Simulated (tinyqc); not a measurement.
Trench capacitor in an array: capacitance, non-linearity, leakage and relaxation: one step of the calculation.

A film between two metal electrodes, each interface adding a series capacitance ci. The small-signal permittivity is ek (1 + aq E^2); the field is found with the linear permittivity. Leakage J = J0 sinh(E/Ef). After a voltage step the film passes a relaxation current kr C V tt^(-nr), tt being the time in seconds. The sidewall is a coaxial capacitor with radii a = dm/2 - t and b = dm/2, depth AR dm; the end face is left out.

Question. Planar capacitance, field and non-linearity. Planar film: Cf = eps0 ek/t, 1/C = 1/Cf + 2/ci, EOT = 3.9 eps0/C, effective permittivity C t/eps0, E = (V/t) C/Cf; quadratic coefficient [C(V)/C - 1]/V^2 with Cf (1 + aq E^2) in C(V).

Values chosen for this exercise; permittivity of the order of that of aluminium oxide: relative permittivity of the film ek = 9.08; film thickness t = 7.4 nm; capacitance of each electrode interface (dead layer and screening) ci = 1000 uF/cm^2; quadratic field coefficient of the permittivity aq = 0.0017 cm^2/MV^2; bias V = 0.9 V; leakage prefactor J0 = 7.4e-10 A/cm^2; field for an e-fold rise of the leakage Ef = 0.46 MV/cm.

Constants: eps0 = 8.8541878128e-14 F/cm where lengths are in cm. Results are converted to the units shown.

Give: Cf; C; EOT; effective permittivity; E; quadratic coefficient; J.

Answer.

Cf = 1.086 uF/cm^2
C = 1.084 uF/cm^2
EOT = 3.185 nm
effective permittivity = 9.060
E = 1.214 MV/cm
quadratic coefficient = 3084 ppm/V^2
J = 5.149e-9 A/cm^2

The interfaces take 0.217 % of the voltage.

Computed by the program tinyqc: `OMP_NUM_THREADS=1 python tinyqc.py 2102136 2102137 out.jsonl`, one thread of a shared Intel Xeon 2.30GHz, about 0.01 s for the whole run.
